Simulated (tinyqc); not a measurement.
# Planar ballistic transistor, top-of-the-barrier model: effects of single changes

At the top of the source barrier, states moving towards the drain are filled by the source (Fermi level 0) and states moving back by the drain (Fermi level -q Vd); nothing scatters. U is the shift of the band edge there, set by the capacitances CG, CD and CS (the total) and by the charge. Parabolic two-dimensional band; the source is grounded.

Values chosen for this exercise; mass and valleys close to those of a monolayer dichalcogenide: temperature T = 300 K; effective mass m = 0.51 m0; valley degeneracy gv = 2; relative permittivity of the gate insulator eox = 9; insulator thickness tox = 2.1 nm; gate control CG/CS aG = 0.88; drain control CD/CS aD = 0.062; band edge at the barrier top above the source Fermi level at zero bias E0 = 0.22 eV; drain voltage Vd = 0.05 V.

Constants: q = 1.602176634e-19 C, kB = 1.380649e-23 J/K, hbar = 1.054571817e-34 J s, m0 = 9.1093837015e-31 kg, Vt = kB T/q, eps0 = 8.8541878128e-14 F/cm where lengths are in cm. Results are converted to the units shown.

Each table varies one quantity; the others keep the values above.

## Transfer curve

N0 = gv m kB T/(pi hbar^2), CG = eps0 eox/tox, vT = sqrt(2 kB T/(pi m)), CS = CG/aG, n0 = n at U = 0 and Vd = 0. eta1 = -(E0 + U)/Vt, eta2 = eta1 - Vd/Vt, n = (N0/2)[F_0(eta1) + F_0(eta2)], F_0(x) = ln(1 + exp x). U = UL + q (n - n0)/CS with UL = -(aG Vg + aD Vd), energies in eV. I = q (N0/2) vT [F_(1/2)(eta1) - F_(1/2)(eta2)] per width, F_(1/2)(x) = (2/sqrt(pi)) int_0^infinity u^(1/2)/(1 + exp(u - x)) du. CQ = (q/Vt) dn/d(eta1).

Results:
```
Vg (V),eta1,n (cm^-2),I (uA/um),mean velocity I/(q n) (cm/s),CQ/CS
0,-8.3889,1.4331e9,0.12929,5.6308e6,0.0020595
0.08,-5.6941,2.1184e10,1.9114,5.6315e6,0.030401
0.15,-3.5403,1.8051e11,16.304,5.6373e6,0.25616
0.23,-1.8685,9.1207e11,82.720,5.6608e6,1.2312
0.3,-1.0184,1.9785e12,180.25,5.6865e6,2.4930
0.38,-0.36841,3.4209e12,312.71,5.7054e6,3.9566
0.53,0.46644,6.3927e12,582.84,5.6905e6,6.3471
0.6,0.77112,7.8386e12,710.86,5.6602e6,7.2974
```

Estimate the missing row, Vg = 0.45 V.

Computed row:
```
Vg (V),eta1,n (cm^-2),I (uA/um),mean velocity I/(q n) (cm/s),CQ/CS
0.45,0.062118,4.7793e12,437.01,5.7071e6,5.1360
```

With this row back in the table: The current rises from 0.129 to 711 uA/um. Between the first two rows the swing is 68.4 mV a decade, against Vt ln 10/aG = 67.6. CQ/CS goes from 0.0021 to 7.3, so a volt on the gate moves the band edge by 0.88 eV in the first row and 0.11 eV in the last: the gate charge is limited by the insulator. The mean velocity goes from 5.63e6 through a maximum of 5.71e6 (at Vg = 0.45 V among the rows listed) to 5.66e6 cm/s.

## Effect of the valley degeneracy

Same model as above.

CQ = (q/Vt) dn/d(eta1). E0 is held fixed.

In this table Vg = 0.4 V, Vd = 0.4 V.

Effect of the valley degeneracy:
```
gv,eta1,n (cm^-2),I (uA/um),mean velocity I/(q n) (cm/s),CQ/CS
1,0.9663,3.549e12,512.3,9.010e6,2.867
2,0.1147,4.143e12,556.5,8.384e6,4.185
3,-0.3353,4.457e12,581.2,8.140e6,4.951
4,-0.6389,4.669e12,599.1,8.008e6,5.470
6,-1.050,4.957e12,625.0,7.868e6,6.155
```

Read the table: what changes, and by how much?

As gv goes from 1 to 6, n rises from 3.55e12 to 4.96e12 cm^-2, the mean velocity falls from 9.01e6 to 7.87e6 cm/s and the current rises from 512 to 625 uA/um. CQ/CS goes from 2.9 to 6.2.

## Effect of the drain control CD/CS

Same model as above.

CQ = (q/Vt) dn/d(eta1). E0 is held fixed.

In this table Vg = 0.4 V, Vd = 0.4 V.

Results:
```
aD,eta1,n (cm^-2),I (uA/um),mean velocity I/(q n) (cm/s),CQ/CS
0,-0.07735,3.609e12,478.3,8.273e6,3.805
0.031,0.02051,3.874e12,517.0,8.328e6,3.998
0.046,0.06652,4.004e12,536.0,8.355e6,4.089
0.062,0.1147,4.143e12,556.5,8.384e6,4.185
0.077,0.1591,4.273e12,575.9,8.412e6,4.272
0.093,0.2057,4.413e12,596.8,8.441e6,4.363
0.108,0.2486,4.545e12,616.6,8.469e6,4.447
```

Estimate the missing row, aD = 0.015.

Computed row:
```
aD,eta1,n (cm^-2),I (uA/um),mean velocity I/(q n) (cm/s),CQ/CS
0.015,-0.02952,3.737e12,496.9,8.299e6,3.899
```

With this row back in the table: As aD goes from 0 to 0.108, n rises from 3.61e12 to 4.54e12 cm^-2, the mean velocity rises from 8.27e6 to 8.47e6 cm/s and the current rises from 478 to 617 uA/um. CQ/CS goes from 3.8 to 4.4.

Program tinyqc, `OMP_NUM_THREADS=1 python tinyqc.py 2400103 2400104 out.jsonl`; Intel Xeon 2.30GHz, shared host, one thread, about 0.01 s.
